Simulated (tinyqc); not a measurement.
MOSFET in the linear regime without short-channel effects, parameter extraction from computed curves: one step of the calculation.

Inversion charge Q = Cox n Vt W0(exp((Vg - VT)/(n Vt))), W0 the Lambert function and n = nf; u = Q/Cox; mobility mu = mu0/(1 + th1 u + th2 u^2); channel resistance Rch = (L - dL)/(W mu Q); Id = Vd/(Rch + Rsd/W). Cox = eps0 eox/tox. Small Vd, no channel-length or drain effects.

Problem. Transfer curve. u, mu, Rch and Id as defined.

Values chosen for this exercise; channel values of the order met in silicon transistors:
```
symbol,value,unit,meaning
T,300,K,temperature
eox,22.3,,relative permittivity of the gate insulator (close to hafnium oxide)
tox,6.6,nm,insulator thickness
mu0,94,cm^2/(V s),low-field mobility
th1,0.28,1/V,first mobility attenuation factor
th2,0.13,1/V^2,second mobility attenuation factor
VT,0.35,V,threshold voltage
nf,1.06,,body factor
W,10,um,gate width
L,1.1,um,drawn gate length
dL,0.003,um,drawn less effective length
Rsd,150,ohm um,source plus drain resistance
Vd,0.01,V,drain voltage
```

Constants: q = 1.602176634e-19 C, kB = 1.380649e-23 J/K, Vt = kB T/q, eps0 = 8.8541878128e-14 F/cm where lengths are in cm. Results are converted to the units shown.

| point | Vg (V) |
|---|---|
| 0 | 0.05 |
| 1 | 0.2 |
| 2 | 0.35 |
| 3 | 0.5 |
| 4 | 0.65 |
| 5 | 0.8 |
| 6 | 0.95 |
| 7 | 1.1 |
| 8 | 1.25 |
| 9 | 1.4 |

Find: u; mu; Rch; Id.

Solution.

| point | u (V) | mu (cm^2/(V s)) | Rch (ohm) | Id (uA) |
|---|---|---|---|---|
| 0 | 4.8226e-7 | 94.000 | 8.0888e8 | 1.2363e-5 |
| 1 | 1.1448e-4 | 93.997 | 3.4076e6 | 0.0029346 |
| 2 | 0.015541 | 93.590 | 25210 | 0.39643 |
| 3 | 0.11153 | 91.011 | 3612.4 | 2.7568 |
| 4 | 0.24048 | 87.454 | 1743.6 | 5.6865 |
| 5 | 0.37808 | 83.597 | 1160.2 | 8.5094 |
| 6 | 0.51938 | 79.628 | 886.64 | 11.091 |
| 7 | 0.66270 | 75.645 | 731.47 | 13.396 |
| 8 | 0.80729 | 71.714 | 633.38 | 15.423 |
| 9 | 0.95275 | 67.881 | 566.98 | 17.183 |

Numbers from tinyqc (`OMP_NUM_THREADS=1 python tinyqc.py 2210013 2210014 out.jsonl`; about 0.01 s on one thread of a shared Intel Xeon 2.30GHz).
